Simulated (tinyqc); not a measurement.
Gate-all-around wire with two subbands, quantum capacitance: one step of the calculation.

phi is the Fermi level above the lowest subband edge, in volts; Vg is counted from the gate voltage at which an empty wire would have phi = 0. Both directions of motion are filled (equilibrium).

Question. Charge and capacitances at the solution. N1 = gv sqrt(2 md m0 kB T/(pi hbar^2)); n1 = N1 F(phi/Vt), n2 = g2 N1 F((phi - E2)/Vt), n = n1 + n2, F(e) = (1/sqrt(pi)) int_0^infinity u^(-1/2) du/(1 + exp(u - e)); Cq = q dn/dphi = (q N1/Vt) [F'(phi/Vt) + g2 F'((phi - E2)/Vt)]. 1/C_G = 1/Cox + 1/(Cq); dphi/dVg = Cox/(Cox + Cq).

Values chosen for this exercise: temperature T = 300 K; mass along the wire md = 0.06 m0; valley degeneracy gv = 1; second subband above the first E2 = 0.15 eV; orbital degeneracy of the second subband g2 = 2.

Constants: q = 1.602176634e-19 C, kB = 1.380649e-23 J/K, hbar = 1.054571817e-34 J s, m0 = 9.1093837015e-31 kg, Vt = kB T/q. Results are converted to the units shown.

converged phi = 0.14418007 V
Cox = 4.5878831 pF/cm

Give: n; Cq; C_G; dphi/dVg.

Answer.

n = 4.1756e6 cm^-1
Cq = 6.7333 pF/cm
C_G = 2.7287 pF/cm
dphi/dVg = 0.40525

Cq is 1.47 times Cox, so C_G is 59.5 % of Cox; 49.7 % of the gate voltage has gone into phi.

Numbers from tinyqc (`OMP_NUM_THREADS=1 python tinyqc.py 2200138 2200139 out.jsonl`; about 0.01 s on one thread of a shared Intel Xeon 2.30GHz).
